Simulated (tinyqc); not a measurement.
p-n diode with diffusion and depletion-layer recombination: two steps of the calculation.

Abrupt junction in the depletion approximation, low injection, full ionisation, neutral widths fixed, ohmic contact on the p side. Vj is the junction voltage; where a series resistance Rs is given, V = Vj + J Rs is the terminal voltage.

Parameters, values chosen for the exercise; band and dielectric values close to those of gallium arsenide:
- T = 250 K (temperature)
- Eg = 1.39 eV (band gap)
- eps_r = 12.6 (relative permittivity)
- Nc = 3.3e17 cm^-3 (conduction-band density of states at T)
- Nv = 6.74e18 cm^-3 (valence-band density of states at T)
- Na = 3.1e16 cm^-3 (acceptor density)
- Nd = 1.6e15 cm^-3 (donor density)
- tn = 5e-6 s (electron lifetime)
- tp = 3e-7 s (hole lifetime)
- Rs = 0.00047 ohm cm^2 (series resistance)
- Et = 0 eV (trap level above the intrinsic level)
- Vj = 0.74 V (junction voltage at which recombination is evaluated)
- V = 1.28 V (terminal voltage)

Constants: q = 1.602176634e-19 C, kB = 1.380649e-23 J/K, Vt = kB T/q, eps0 = 8.8541878128e-14 F/cm where lengths are in cm. Results are converted to the units shown.

Task 1. Recombination in the depleted layer. ni = sqrt(Nc Nv) exp(-Eg/(2 Vt)), Eg in volts. Vbi = Vt ln(Na Nd/ni^2), W = sqrt(2 eps0 eps_r (Vbi - Vj)(1/Na + 1/Nd)/q), xp = W Nd/(Na + Nd), xn = W Na/(Na + Nd); u(x) = q Na (x + xp)^2/(2 eps0 eps_r) for x < 0 and Vbi - Vj - q Nd (xn - x)^2/(2 eps0 eps_r) for x > 0; p = Na exp(-u/Vt), n = Nd exp((u - Vbi + Vj)/Vt); U = ni^2 (exp(Vj/Vt) - 1)/(tp (n + ni exp(Et/Vt)) + tn (p + ni exp(-Et/Vt))); J_scr = q times the integral of U from -xp to xn. Trapezoid rule on 16 equal steps.

Find: W; x; u; n; p; U; J_scr.

Result 1.

W = 619.5 nm

| point | x (nm) | u (V) | n (cm^-3) | p (cm^-3) | U (cm^-3 s^-1) |
|---|---|---|---|---|---|
| 0 | -30.4 | 0.0000 | 5.654e6 | 3.100e16 | 1.131e12 |
| 1 | 8.3 | 0.0318 | 2.469e7 | 7.101e15 | 4.937e12 |
| 2 | 47.0 | 0.0817 | 2.508e8 | 6.990e14 | 5.015e13 |
| 3 | 85.7 | 0.1282 | 2.171e9 | 8.074e13 | 4.342e14 |
| 4 | 124.5 | 0.1713 | 1.602e10 | 1.094e13 | 3.204e15 |
| 5 | 163.2 | 0.2109 | 1.007e11 | 1.740e12 | 2.008e16 |
| 6 | 201.9 | 0.2470 | 5.398e11 | 3.247e11 | 9.817e16 |
| 7 | 240.6 | 0.2798 | 2.466e12 | 7.109e10 | 1.601e17 |
| 8 | 279.3 | 0.3090 | 9.597e12 | 1.826e10 | 5.901e16 |
| 9 | 318.1 | 0.3349 | 3.184e13 | 5.506e9 | 1.830e16 |
| 10 | 356.8 | 0.3573 | 9.000e13 | 1.948e9 | 6.490e15 |
| 11 | 395.5 | 0.3762 | 2.168e14 | 8.083e8 | 2.694e15 |
| 12 | 434.2 | 0.3917 | 4.453e14 | 3.937e8 | 1.312e15 |
| 13 | 472.9 | 0.4038 | 7.792e14 | 2.250e8 | 7.498e14 |
| 14 | 511.6 | 0.4124 | 1.162e15 | 1.508e8 | 5.028e14 |
| 15 | 550.4 | 0.4175 | 1.477e15 | 1.187e8 | 3.956e14 |
| 16 | 589.1 | 0.4193 | 1.600e15 | 1.096e8 | 3.652e14 |

J_scr = 2.305e-7 A/cm^2

Task 2. New Vj. Diffusion current alone: J = J0 (exp(Vj/Vt) - 1), g = Vj + J Rs - V, g' = 1 + Rs J0 exp(Vj/Vt)/Vt, Vj(new) = Vj - g/g'.

Vj after iteration 2 = 1.2371750 V
J0 = J0n + J0p = 3.7911807e-22 A/cm^2

Give: J; g; g'; Vj after iteration 3.

Result 2.

J = 3304.6 A/cm^2
g = 1.5104 V
g' = 73.096
Vj after iteration 3 = 1.2165 V

Computed by the program tinyqc: `OMP_NUM_THREADS=1 python tinyqc.py 2260137 2260138 out.jsonl`, one thread of a shared Intel Xeon 2.30GHz, about 0.01 s for the whole run.
